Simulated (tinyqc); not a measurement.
MOS inversion layer, Poisson-Schroedinger loop: two steps of the calculation.

Electrons confined at an insulator interface at z = 0, treated as a hard wall; parabolic valleys, Hartree approximation, no image or exchange terms. The depletion charge lies far deeper than the electrons and gives a uniform field q Nd/(eps0 eps_r); the gate balances all charge. Energies are counted from the band edge at the interface.

Values chosen for this exercise; masses and permittivity close to those of In0.53Ga0.47As:

| symbol | value | unit | meaning |
|---|---|---|---|
| T | 300 | K | temperature |
| eps_r | 13.9 |  | relative permittivity |
| mz1 | 0.0408 | m0 | mass along z of valley set A (1 valley(s)) |
| md1 | 0.0404 | m0 | in-plane density-of-states mass of set A |
| Ns | 3.3e11 | cm^-2 | sheet density of electrons |
| hz | 2.9 | nm | mesh step |
| a | 0.3 |  | mixing factor |

Constants: q = 1.602176634e-19 C, kB = 1.380649e-23 J/K, hbar = 1.054571817e-34 J s, m0 = 9.1093837015e-31 kg, Vt = kB T/q, eps0 = 8.8541878128e-14 F/cm where lengths are in cm, hbar^2/(2 m0) = 0.0380998212 eV nm^2. Results are converted to the units shown.

Task 1. Density, output potential and mixing. n_i = sum_k N_k |psi_k|^2 (converted to cm^-3). Hartree part by Gauss: on the interval before node i the electrons still beyond are S_i = Ns - hz sum_(j<i) n_j, and U_i = U_(i-1) + q S_i hz/(eps0 eps_r) in eV, U_0 = 0 at the interface. Mixing: U(new) = U + a (U(out) - U).

```
node  z (nm)  self-consistent potential U at the start (eV)  |psi|^2 of A1 (1/nm)  |psi|^2 of A2 (1/nm)
1        2.9                                              0           0.033157081           0.030747417
2        5.8                                              0           0.083639286           0.044835404
3        8.7                                              0           0.094690644           0.010539097
4       11.6                                              0           0.069904236           0.004373903
5       14.5                                              0           0.038339569           0.041385481
6       17.4                                              0           0.016677903           0.070378691
7       20.3                                              0           0.005985143           0.065907616
8       23.2                                              0           0.001819375           0.042878573
9       26.1                                              0           0.000477492           0.021345776
10        29                                              0           0.000109762           0.008565010
11      31.9                                              0           0.000022337           0.002856274
12      34.8                                              0           0.000004045           0.000801981
13      37.7                                              0           0.000000639           0.000184585
14      40.6                                              0           0.000000073           0.000027779
```

N_k (cm^-2): A1 2.6435651e11, A2 6.5643491e10

Find: n; U(out); U after round 1.

Result 1.

```
node  n (1e17 cm^-3)  U(out) (eV)  U after round 1 (eV)
1              1.078      0.01246               0.00374
2              2.505      0.02374               0.00712
3              2.572      0.03227               0.00968
4              1.877      0.03799               0.01140
5              1.285      0.04165               0.01250
6              0.903      0.04391               0.01317
7              0.591      0.04518               0.01355
8              0.330      0.04580               0.01374
9              0.153      0.04606               0.01382
10             0.059      0.04615               0.01385
11             0.019      0.04618               0.01385
12             0.005      0.04619               0.01386
13             0.001      0.04619               0.01386
14             0.000      0.04619               0.01386
```

Task 2. Converged levels, occupations and centroid. Tridiagonal Hamiltonian with psi = 0 one step beyond both ends: H_ii = C (1/m_(i-1/2) + 1/m_(i+1/2))/hz^2 + V0_i + U_i, H_(i,i+1) = -C/(m_(i+1/2) hz^2), C = hbar^2/(2 m0). The lowest 2 level(s) are kept, normalised to hz sum |psi|^2 = 1. The mass is the same on all intervals.

Level k holds N_k = D_k Vt ln(1 + exp((EF - E_k)/Vt)) with D = md1 m0 q/(pi hbar^2) per eV (spin included); EF is fixed by sum N_k = Ns.

Solve for the levels with V0 + U, find EF, n_i = sum_k N_k |psi_k|^2 (in cm^-3); share of each level N_k/Ns; centroid sum n z/sum n.

```
node  z (nm)  fixed potential V0 (eV)  converged U (eV)
1        2.9               0.01170325       0.012458267
2        5.8               0.02340650       0.023192274
3        8.7               0.03510976       0.030560726
4       11.6               0.04681301       0.035051023
5       14.5               0.05851626       0.037722436
6       17.4               0.07021951       0.039257547
7       20.3               0.08192276       0.040057204
8       23.2               0.09362602       0.040419027
9       26.1               0.10532927       0.040559358
10        29               0.11703252       0.040606065
11      31.9               0.12873577       0.040619447
12      34.8               0.14043902       0.040622721
13      37.7               0.15214228       0.040623371
14      40.6               0.16384553       0.040623452
```

Give: levels; EF; shares; n; centroid.

Result 2.

levels (eV): A1 0.0858, A2 0.1343
EF = 0.08241 eV
shares (%): A1 83.33, A2 16.67
n, node 1 to 14 (in units of 1e17 cm^-3): 1.575  3.074  2.629  1.661  1.038  0.672  0.400  0.202  0.086  0.030  0.009  0.002  0.001  0.000
centroid = 9.456 nm

tinyqc, about 0.4 s, one thread, Intel Xeon 2.30GHz (shared host): `OMP_NUM_THREADS=1 python tinyqc.py 2160008 2160009 out.jsonl`
